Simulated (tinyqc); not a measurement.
Landau levels of a parabolic two-dimensional band: one step. The lowest levels. Three cases, with inputs chosen for the exercise.

Problem. List the eight lowest, in meV, with the gap to the next.

E(N, s) = (N + 1/2) hbar wc + s gs muB B with s = +/-1/2.

In a field B along z: l = 1/sqrt((e/hbar) B) is the magnetic length, n_B = B/(h/e) the number of states per area in one level, hbar wc = 2 muB B/m for mass m in m0; 1/angstrom^2 = 1e16/cm^2.

Constants: hbar^2/2m0 = 3.80998211 eV angstrom^2; e/hbar = 1.519267448e-05 1/(T angstrom^2); h/e = 413566.7697 T angstrom^2; muB = 5.788381798e-05 eV/T.

Give: a table of label, E (meV), gap above (meV).

Case 1.

Values chosen (near those of a two-dimensional electron gas in Ge (111); shifted at random, so the results belong to these values and not to a real crystal): m = 0.0834 m0 (mass); gs = 0.88 (g factor); gv = 1 (valleys); B = 1.4 T (magnetic field).

Solution.

Levels:
```
label  E (meV)  gap above (meV)
0-       0.936            0.071
0+       1.007            1.872
1-       2.879            0.071
1+       2.951            1.872
2-       4.823            0.071
2+       4.894            1.872
3-       6.766            0.071
3+       6.837            1.872
```

The largest of these gaps, 1.87 meV, first occurs above level 0+ and is kB T at 22 K.

Case 2.

Values chosen (near those of a two-dimensional electron gas in InGaAs; shifted at random, so the results belong to these values and not to a real crystal): m = 0.0418 m0 (mass); gs = -4.76 (g factor); gv = 1 (valleys); B = 8.8 T (magnetic field).

Solution.

Levels:
```
label  E (meV)  gap above (meV)
0+      10.974            2.425
0-      13.398           21.947
1+      35.346            2.425
1-      37.771           21.947
2+      59.718            2.425
2-      62.143           21.947
3+      84.090            2.425
3-      86.515           21.947
```

The largest of these gaps, 21.95 meV, first occurs above level 0- and is kB T at 255 K.

Case 3.

Values chosen (near those of a two-dimensional electron gas in InGaAs; shifted at random, so the results belong to these values and not to a real crystal): m = 0.0431 m0 (mass); gs = -4.17 (g factor); gv = 1 (valleys); B = 3.9 T (magnetic field).

Solution.

Levels:
```
label  E (meV)  gap above (meV)
0+       4.767            0.941
0-       5.708            9.534
1+      15.243            0.941
1-      16.184            9.534
2+      25.718            0.941
2-      26.659            9.534
3+      36.194            0.941
3-      37.135            9.534
```

The largest of these gaps, 9.53 meV, first occurs above level 0- and is kB T at 111 K.

Computed by tinyqc, one run a case: `OMP_NUM_THREADS=1 python tinyqc.py N N+1 out.jsonl` with N = 1250461, 1250553, 1250769; one thread of a shared Intel(R) Xeon(R) Processor @ 2.30GHz, about 0.01 s a run at most.
